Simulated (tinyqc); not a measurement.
# Hot electrons in a saturated n-channel MOSFET, lucky-electron model: effects of single changes

Beyond pinch-off the lateral field grows as Esat cosh(y/l) over the velocity-saturated region (pseudo-two-dimensional model). Impact ionisation in this region gives the substrate current, which biases the body forward through Rsub. Currents are per width. Local-field laws: they overstate ionisation when the field peak is narrower than an energy relaxation length.

Parameters, values chosen for the exercise; values close to those of silicon n-channel devices:
```
symbol,value,unit,meaning
L,0.35,um,channel length
tox,8.4,nm,oxide thickness
xj,130,nm,junction depth
VT,0.43,V,threshold
mu,310,cm^2/(V s),effective mobility
vs,7.6e6,cm/s,saturation velocity
Ai,2e6,1/cm,ionisation prefactor
Bi,1.72,MV/cm,ionisation field
Rd,0,ohm um,resistance of the lightly doped drain
Rsub,24000,ohm um,substrate resistance
kb,0.33,,fall of VT per volt of forward body bias
m,3.1,,lifetime exponent
Hl,2700,s uA/um,lifetime constant
Vd,2.3,V,drain voltage
Vg,1,V,gate voltage
```

Constants: eps0 = 8.8541878128e-14 F/cm where lengths are in cm. Results are converted to the units shown.

Each table varies one quantity; the others keep the values above.

## Effect of the oxide thickness

Cox = 3.9 eps0/tox, l = sqrt(3 tox xj), Esat = 2 vs/mu. Overdrive g = Vg - VT + kb Vb; Vdsat = g Esat L/(g + Esat L); Id = Cox vs (g - Vdsat); dV = Vd - Id Rd - Vdsat; Em = sqrt((dV/l)^2 + Esat^2); Isub = Id (Ai/Bi) l Em exp(-Bi/Em). Vb = Rsub Isub is solved self-consistently. Lifetime tau = (Hl/Id)(Isub/Id)^(-m); 1 year = 3.15576e7 s.

Effect of the oxide thickness:
```
tox (nm),Id (uA/um),Em (MV/cm),Isub (uA/um),Isub/Id,tau (years)
4.7,86.51,0.4363,3.645,0.04214,0.01814
5.8,67.28,0.3949,1.887,0.02804,0.08245
7.2,52.97,0.3559,0.9253,0.01747,0.4543
8.9,42.36,0.3212,0.4403,0.01040,2.838
11,34.07,0.2899,0.1992,0.005847,21.00
14,26.69,0.2580,0.07533,0.002822,256.4
17,21.96,0.2351,0.03246,0.001478,2314
```

As tox goes from 4.7 to 17 nm, Em falls from 0.436 to 0.235 MV/cm, Isub falls from 3.65 to 0.0325 uA/um and tau rises from 0.0181 to 2310 years. From the first row to the last, log10(tau) changes by 5.1: 4.5 from (Isub/Id)^(-m), which holds Em and l, and 0.60 from 1/Id. At tox = 17 nm tau is a far extrapolation that only says that hot carriers are no limit.

## Effect of the gate voltage

Same model as above.

Result of one run:
```
Vg (V),Id (uA/um),Em (MV/cm),Isub (uA/um),Isub/Id,tau (years)
0.58,3.8073,0.38079,0.10539,0.027681,1.5167
```

What becomes of these results when the gate voltage Vg is changed from 0.58 to 1.44 V, all else the same?

Result of the changed run:
```
Vg (V),Id (uA/um),Em (MV/cm),Isub (uA/um),Isub/Id,tau (years)
1.44,117.91,0.29450,0.67200,0.0056992,6.5718
```

The whole series:
```
Vg (V),Id (uA/um),Em (MV/cm),Isub (uA/um),Isub/Id,tau (years)
0.58,3.8073,0.38079,0.10539,0.027681,1.5167
0.79,19.782,0.35294,0.35536,0.017964,1.1152
1.01,46.373,0.32935,0.54835,0.011825,1.7392
1.22,78.649,0.31080,0.64261,0.0081706,3.2254
1.44,117.91,0.29450,0.67200,0.0056992,6.5718
1.65,159.45,0.28125,0.65916,0.0041339,13.149
1.87,206.35,0.26929,0.62243,0.0030163,26.993
2.08,253.75,0.25934,0.57693,0.0022737,52.723
2.3,305.66,0.25018,0.52584,0.0017204,103.90
```

As Vg goes from 0.58 to 2.3 V, Em falls from 0.381 to 0.250 MV/cm, Isub goes from 0.105 through a maximum of 0.672 (at Vg = 1.44 V among the rows listed) to 0.526 uA/um and tau goes from 1.52 through a minimum of 1.12 (at Vg = 0.79 V among the rows listed) to 104 years. Id grows with Vg while the rising Vdsat lowers the field, hence the bell shape; the peak row has Vg/Vd = 0.63.

## Effect of the channel length

Same model as above.

Effect of the channel length:
```
L (um),Id (uA/um),Em (MV/cm),Isub (uA/um),Isub/Id,tau (years)
0.17,74.21,0.3456,1.178,0.01587,0.4367
0.25,57.56,0.3369,0.7834,0.01361,0.9063
0.35,44.99,0.3303,0.5418,0.01204,1.694
0.49,34.47,0.3247,0.3731,0.01083,3.077
0.7,25.53,0.3200,0.2516,0.009855,5.558
0.99,18.80,0.3164,0.1723,0.009164,9.454
1.4,13.70,0.3136,0.1186,0.008663,15.45
```

As L goes from 0.17 to 1.4 um, Em falls from 0.346 to 0.314 MV/cm, Isub falls from 1.18 to 0.119 uA/um and tau rises from 0.437 to 15.5 years. From the first row to the last, log10(tau) changes by 1.5: 0.81 from (Isub/Id)^(-m), which holds Em and l, and 0.73 from 1/Id. At L = 0.17 um the saturated region takes over 60 % of L, so using the full L in Vdsat is rough.

tinyqc, about 0.01 s, one thread, Intel Xeon 2.30GHz (shared host): `OMP_NUM_THREADS=1 python tinyqc.py 2550103 2550104 out.jsonl`
